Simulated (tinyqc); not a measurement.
Competing polymorphs of an oxide film: bulk, surface, grain-boundary, dopant and field terms: one step, computed by the program tinyqc.

Phases: monoclinic m (reference), polar orthorhombic o, tetragonal t. Free energies per formula unit (f.u.); 1 J/m^2 x angstrom^3/nm = 6.241509 meV.

Task: Crossing points. With G = b + gamma Omega A (b the bulk free energy per formula unit, A the area per volume), two phases i, j cross at A_ij = (b_j - b_i)/(Omega (gamma_i - gamma_j)); o has a window only if A_mo < A_ot.

Inputs (values chosen for the exercise, for a model oxide):
```
quantity                       value        unit
surface energy of m             2.61       J/m^2
surface energy of o             2.26       J/m^2
surface energy of t             2.05       J/m^2
volume per formula unit Omega   34.9  angstrom^3
temperature T                    900           K
```

b (meV/f.u.): m 0.00, o 30.07, t 37.20

Give: A_mo; A_ot; A_mt.

Result:

A_mo = 0.3944 1/nm

A_ot = 0.1559 1/nm

A_mt = 0.3050 1/nm

o has no window: the sequence goes from m to t at A = 0.305 1/nm.
